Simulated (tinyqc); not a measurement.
Range and order of the fit: effective mass of the conduction band from tabulated energies.

c = hbar^2/2m0.
Constants: hbar^2/2m0 = 3.80998211 eV angstrom^2.

Energies along [100], from the band edge:
```
k (1/angstrom),E (meV)
0.000000,0.00000
0.005900,1.97720
0.011800,7.88130
0.017700,17.63200
0.023600,31.10160
0.029500,48.12320
0.035400,68.50040
0.041300,92.01800
0.047200,118.45050
```

reference mass (curvature of the model at k = 0.0001 1/angstrom) = 0.067000 m0

Least-squares fits of E = a k^2 (+ b k^4 + d k^6) over points 1 to n, and the line y = c k^2/E against E; errors of m against the reference.

Results:
```
n,E at point n (meV),one term (%),two terms (%),three terms (%),line (%),"rms residual, one term (meV)"
3,17.6,0.94,0.01,0.00,0.00,0.025
4,31.1,1.58,0.03,0.00,0.00,0.076
5,48.1,2.38,0.07,0.00,0.00,0.173
6,68.5,3.31,0.13,0.01,0.00,0.336
7,92.0,4.38,0.24,0.01,0.00,0.582
8,118.5,5.57,0.38,0.03,0.00,0.930
```

The error of the parabola goes from +0.94 to +5.57 % as the range widens, and at n = 8 its residual, 0.93 meV, is only 0.8 % of the top energy: a small residual does not vouch for the mass. Over the full range (n = 8) the best form is the line (0.00 %); the line errs by 0.00 % at n = 3 and 0.00 % at n = 8. Without scatter, a narrower range or a second term is the cure: at n = 8 the errors are +5.57, +0.38 and +0.03 % for one, two and three terms. Three terms on three points interpolate exactly.

(tinyqc, `OMP_NUM_THREADS=1 python tinyqc.py 1881095 1881096 out.jsonl`, Intel(R) Xeon(R) Processor @ 2.30GHz, 1 thread, shared host, about 0.01 s.)
